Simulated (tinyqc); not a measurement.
# Vertical double-diffused power MOSFET, components of the on-resistance: On-resistance against the rated breakdown voltage of the drift layer

Stripe cells of pitch Wp + a, two channels a cell. Current flows through the channels, spreads in the accumulation layer, passes the gap between the p bodies and spreads at 45 degrees into the drift layer below them. Low drain voltage, full ionisation.

Triangular field at breakdown with Ec = Kc N^(1/8): BV = eps0 eps_r Ec^2/(2 q N), so N = (eps0 eps_r Kc^2/(2 q BV))^(4/3); W = 2 BV/Ec; mu = mud (T/300 K)^(-bt); rho = 1/(q mu N); ideal resistance rho W. Pitch p = Wp + a, Cox = 3.9 eps0/tox; zero-bias depletion in the gap w0 = sqrt(2 eps0 eps_r Vbi/(q N Nj)), open gap g = a - 2 w0; R_ch = Lc p/(2 mch Cox Vov); R_acc = 0.6 a p/(4 mac Cox Vov), 0.6 being an empirical factor for current leaving the layer along its length; R_gap = (rho/Nj) xp p/g; spreading depth t = min(W, (p - g)/2); R_drift = (rho p/2) ln((g + 2 t)/g) + rho (W - t); R_on = the sum with Rs.

Parameters, values chosen for the exercise; bulk values close to those of gallium nitride:
- T = 300 K (temperature)
- eps_r = 9.14 (relative permittivity)
- Kc = 26200 V/cm per (cm^-3)^(1/8) (critical-field constant)
- mud = 865 cm^2/(V s) (drift mobility at 300 K)
- bt = 2.1 (temperature exponent of the drift mobility)
- tox = 93 nm (gate oxide thickness (eps_r 3.9))
- Vov = 13 V (gate overdrive)
- mch = 18 cm^2/(V s) (channel mobility)
- mac = 180 cm^2/(V s) (accumulation-layer mobility)
- Lc = 1.3 um (channel length)
- Wp = 5 um (width of the p body in one cell, channels included)
- a = 4.5 um (gap between neighbouring p bodies)
- xp = 0.8 um (depth of the p body)
- Nj = 3 (doping of the gap over the drift doping)
- Vbi = 3.16 V (built-in voltage of the body junction)
- Rs = 0.4 mohm cm^2 (substrate and contact resistance)

Constants: q = 1.602176634e-19 C, eps0 = 8.8541878128e-14 F/cm where lengths are in cm. Results are converted to the units shown.

The same in every row: R_ch (mohm cm^2) = 7.1071; R_acc (mohm cm^2) = 0.73804.

On-resistance against the rated breakdown voltage of the drift layer:
```
BV (V)  R_gap (mohm cm^2)  R_drift (mohm cm^2)  R_on (mohm cm^2)  ideal (mohm cm^2)  largest term
300             0.0041018             0.019346            8.2686           0.011895       channel
490             0.0080366             0.056818            8.3100           0.040556       channel
800              0.015858              0.17118            8.4322            0.13813       channel
1300             0.031435              0.53307            8.8096            0.46497       channel
2100             0.062799               1.6850            9.9929             1.5421       channel
3500              0.13489               5.8578            14.238             5.5301       channel
5600              0.28391               18.647            27.176             17.908         drift
9200              0.67275               63.833            72.751             61.949         drift
15000              1.8550               215.61            225.71             210.28         drift
```

What does the comparison show?

R_on rises from 8.27 to 226 mohm cm^2. The channel term is the largest at BV = 300, the drift term from 5600 on. R_on is 695 times the ideal drift resistance in the first row and 1.07 times in the last. The ideal resistance goes as BV^(2.50), and R_on as BV^(2.32) between the last two rows.

tinyqc, about 0.01 s, one thread, Intel Xeon 2.30GHz (shared host): `OMP_NUM_THREADS=1 python tinyqc.py 2230004 2230005 out.jsonl`
